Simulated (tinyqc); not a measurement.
Planar metal-insulator-metal capacitor: capacitance, non-linearity, leakage and relaxation: charge lost after writing.

A film between two metal electrodes, each interface adding a series capacitance ci. The small-signal permittivity is ek (1 + aq E^2); the field is found with the linear permittivity. Leakage J = J0 sinh(E/Ef). After a voltage step the film passes a relaxation current kr C V tt^(-nr), tt being the time in seconds.

Planar film: Cf = eps0 ek/t, 1/C = 1/Cf + 2/ci, EOT = 3.9 eps0/C, effective permittivity C t/eps0, E = (V/t) C/Cf. A capacitor written for t0 and then left open loses, as a share of C V, kr (tt^(1 - nr) - t0^(1 - nr))/(1 - nr) by relaxation and J tt/(C V) by leakage; both are taken as small, and rows far outside that range are left out.

Values chosen for this exercise; permittivity of the order of that of strontium titanate:
- ek = 159 (relative permittivity of the film)
- t = 18 nm (film thickness)
- ci = 1000 uF/cm^2 (capacitance of each electrode interface (dead layer and screening))
- aq = -0.04 cm^2/MV^2 (quadratic field coefficient of the permittivity)
- V = 2.3 V (bias)
- nr = 0.971 (exponent of the relaxation current)
- kr = 0.00016 (strength of the relaxation)
- J0 = 2.4e-11 A/cm^2 (leakage prefactor)
- Ef = 0.29 MV/cm (field for an e-fold rise of the leakage)
- t0 = 1e-7 s (duration of the write pulse)

Constants: eps0 = 8.8541878128e-14 F/cm where lengths are in cm. Results are converted to the units shown.

The same in every row: leakage current (nA/cm^2) = 0.9187.

Charge lost after writing:
```
tt (s)	relaxation current (nA/cm^2)	loss by relaxation (%)	loss by leakage (%)	total loss (%)
1e-6	1.898e6	0.02387	5.187e-9	0.02387
1e-5	2.029e5	0.04940	5.187e-8	0.04940
0.0001	2.170e4	0.07668	5.187e-7	0.07668
0.001	2319	0.1058	5.187e-6	0.1059
0.01	248.0	0.1370	5.187e-5	0.1371
0.1	26.51	0.1704	5.187e-4	0.1709
1	2.834	0.2060	0.005187	0.2112
10	0.3030	0.2441	0.05187	0.2960
100	0.03239	0.2848	0.5187	0.8036
1000	0.003462	0.3284	5.187	5.516
```

Read the table: what changes, and by how much?

The two currents are equal at tt = 3.19 s. The loss by relaxation grows from 0.0239 to 0.328 %, by 0.0255 points over the first decade and 0.0435 over the last, while the loss by leakage grows tenfold a decade. Leakage is the larger loss for tt = 100, 1000 s. For tt = 1000 the falling voltage would already cut the leakage, so the linear estimate overstates the loss.

Computed by the program tinyqc: `OMP_NUM_THREADS=1 python tinyqc.py 2102075 2102076 out.jsonl`, one thread of a shared Intel Xeon 2.30GHz, about 0.01 s for the whole run.
